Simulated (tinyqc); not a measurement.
Polarisation and half-bias from two TMR values.

Inverse problem. A tunnel junction has TMR = TMR0/(1 + (V/Vh)^2), TMR0 = 2 P1 P2/(1 - P1 P2). Find TMR0, Vh and P2.

Values chosen for this exercise:
- P1 = 0.53 (spin polarisation of the reference layer)

TMR at 0.1 and 0.5 V (%): 85.715505  46.966737

Solution. 1/TMR is linear in V^2, and P1 P2 = TMR0/(2 + TMR0).

TMR0 = 88.8 %
Vh = 0.530 V
P2 = 0.580

Numbers from tinyqc (`OMP_NUM_THREADS=1 python tinyqc.py 2450007 2450008 out.jsonl`; about 0.01 s on one thread of a shared Intel Xeon 2.30GHz).
